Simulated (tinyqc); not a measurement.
# CMOS inverter, nodal equation and switching: effect of the temperature

An n-channel pull-down (bn, VTn) and a p-channel pull-up (bp, VTp) share the input Vin and the output node Vout, which carries the load C. Transistor (EKV form, voltages against the body): I = 2 n b Vt^2 [F(vp - Vs) - F(vp - Vd)] from drain to source, F(v) = ln^2(1 + exp(v/(2 Vt))), vp = (Vg - VT + sg |Vd - Vs|)/n. n-channel bodies are at 0; for the p-channel device all voltages are counted down from Vdd. b in uA/V^2 gives I in uA. Static: In = Ip. Transient: C dVout/dt = Ip - In. No velocity saturation, no gate capacitance beyond C.

VM solves In = Ip with Vin = Vout; VIL and VIH are the inputs of gain -1, NML = VIL - Vout(VIH), NMH = Vout(VIL) - VIH. For a step input the delay to Vdd/2 is tHL = C times the integral of dV/(In - Ip) from Vdd/2 to Vdd at Vin = Vdd, and tLH likewise with Ip - In from 0 to Vdd/2 at Vin = 0. Thresholds, gain factors and n are held fixed.

Values chosen for this exercise: supply voltage Vdd = 0.9 V; slope factor n = 1.22; drain-induced barrier lowering sg = 0.042; n-channel threshold VTn = 0.42 V; p-channel threshold (magnitude) VTp = 0.25 V; gain factor of the pull-down transistor bn = 570 uA/V^2; gain factor of the pull-up transistor bp = 1100 uA/V^2; load capacitance C = 1.4 fF.

Constants: q = 1.602176634e-19 C, kB = 1.380649e-23 J/K, Vt = kB T/q. Results are converted to the units shown.

Effect of the temperature:
```
T (K)	VM (V)	gain at VM	NML (V)	NMH (V)	tHL (ps)	tLH (ps)
220	0.5542	-23.81	0.4809	0.2558	10.44	3.048
250	0.5549	-23.81	0.4790	0.2533	10.44	3.048
280	0.5558	-23.80	0.4770	0.2504	10.44	3.050
310	0.5567	-23.79	0.4750	0.2471	10.44	3.051
340	0.5577	-23.76	0.4730	0.2435	10.44	3.052
370	0.5588	-23.71	0.4709	0.2396	10.44	3.053
400	0.5599	-23.61	0.4688	0.2355	10.44	3.055
430	0.5610	-23.46	0.4667	0.2313	10.44	3.056
```

What does the table show?

As T goes from 220 to 430 K, VM rises from 0.554 to 0.561 V, the size of the gain falls from 23.8 to 23.5, tHL stays near 10.4 ps and tLH stays near 3.05 ps. The smaller margin is largest, 0.256 V, at T = 220 K among the rows. In every row the overdrive passes 0.5 V, where velocity saturation, left out here, would lengthen the delays of short devices.

Computed by the program tinyqc: `OMP_NUM_THREADS=1 python tinyqc.py 2340031 2340032 out.jsonl`, one thread of a shared Intel Xeon 2.30GHz, about 0.03 s for the whole run.
